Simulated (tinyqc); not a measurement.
From results back to parameters: band gaps under pressure and temperature from deformation potentials. Four cases, with inputs chosen for the exercise.

Problem. A gap moves by a ln(V/V0) with V/V0 = (1 + Bp P/B0)^(-1/Bp). B0 and the shifts at two pressures are given.

Find: ratio of the shifts; Bp; a.

Method. The ratio of the shifts, ln(1 + Bp P2/B0)/ln(1 + Bp P1/B0), falls steadily from P2/P1 as Bp grows and so fixes Bp; then a = -shift x Bp/ln(1 + Bp P/B0).

Case 1.

Values chosen (out of a larger set: near those of Si, the X and L potentials typical of such crystals; not measured data): P12 = (2, 5) GPa (two pressures).

B0 = 96.9667 GPa

shifts at the two pressures (eV): 0.2440048  0.5725568

Solution.

ratio of the shifts = 2.3465
Bp = 4.66
a = -12.39 eV

Case 2.

Values chosen (out of a larger set: near those of InAs, the X and L potentials typical of such crystals; not measured data): P12 = (1.5, 2) GPa (two pressures).

B0 = 58.0667 GPa

shifts at the two pressures (eV): 0.1494881  0.1957524

Solution.

ratio of the shifts = 1.3095
Bp = 4.68
a = -6.13 eV

Case 3.

Values chosen (out of a larger set: near those of Ge, the X and L potentials typical of such crystals; not measured data): P12 = (3, 4) GPa (two pressures).

B0 = 75.7000 GPa

shifts at the two pressures (eV): 0.3505093  0.4568656

Solution.

ratio of the shifts = 1.3034
Bp = 3.95
a = -9.52 eV

Case 4.

Values chosen (out of a larger set: near those of InAs, the X and L potentials typical of such crystals; not measured data): P12 = (4, 5) GPa (two pressures).

B0 = 58.4333 GPa

shifts at the two pressures (eV): 0.3669869  0.4467313

Solution.

ratio of the shifts = 1.2173
Bp = 3.85
a = -6.04 eV

Computed by tinyqc, one run a case: `OMP_NUM_THREADS=1 python tinyqc.py N N+1 out.jsonl` with N = 1050583, 1050681, 1050692, 1050791; one thread of a shared Intel(R) Xeon(R) Processor @ 2.30GHz, about 0.01 s a run at most.
